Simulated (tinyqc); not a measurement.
Band bending at a free surface with one surface level, surface photovoltage and Kelvin probe: one step of the calculation.

n-type bulk, xi = Ec - EF = Vt ln(Nc/Nd), p0 = ni^2/Nd, ni = sqrt(Nc Nv) exp(-Eg/(2 Vt)), Eg in volts. b is the upward band bending, u = b/Vt. Space charge per area, in units of q: Qc = sign(b) sqrt((2 eps0 eps_r Vt/q) [(Nd + dn)(exp(-u) - 1) + Nd u + (p0 + dn)(exp(u) - 1)]), with dn the excess density under light (flat quasi-Fermi levels; 0 in the dark). The level holds -Ns f, f = 1/(1 + exp((xi + b - Es)/Vt)). Neutrality: Qc + Qf + (charge of the states) = 0.

Question. Charges against band bending. Evaluate Qc, the surface charge Qf - Ns f and their sum in the dark; the root lies where the sum changes sign.

Values chosen for this exercise; band and dielectric values close to those of silicon:
```
symbol    value   unit                                    meaning
T           350      K                                temperature
Eg         1.12     eV                                   band gap
eps_r      11.8                             relative permittivity
Nc      3.59e19  cm^-3     conduction-band density of states at T
Nv      3.29e19  cm^-3        valence-band density of states at T
Nd       3.7e15  cm^-3                              donor density
Qf            0  cm^-2       fixed positive charge at the surface
Ns         3e11  cm^-2  density of an acceptor-like surface level
Es         0.48     eV        its depth below the conduction edge
```

Constants: q = 1.602176634e-19 C, kB = 1.380649e-23 J/K, Vt = kB T/q, eps0 = 8.8541878128e-14 F/cm where lengths are in cm. Results are converted to the units shown.

b, point 0 to 6 (V): 0.068  0.113  0.158  0.203  0.248  0.293  0.338

Find: Qc; surface charge; sum.

Answer.

```
point	Qc (cm^-2)	surface charge (cm^-2)	sum (cm^-2)
0	4.448e10	-2.966e11	-2.522e11
1	6.350e10	-2.856e11	-2.221e11
2	7.859e10	-2.451e11	-1.665e11
3	9.134e10	-1.503e11	-5.896e10
4	1.025e11	-5.527e10	4.726e10
5	1.126e11	-1.450e10	9.812e10
6	1.219e11	-3.388e9	1.185e11
```

The sum rises steadily with b, so there is one root; bisection gives b = 0.22537 V.

Numbers from tinyqc (`OMP_NUM_THREADS=1 python tinyqc.py 2430063 2430064 out.jsonl`; about 0.01 s on one thread of a shared Intel Xeon 2.30GHz).
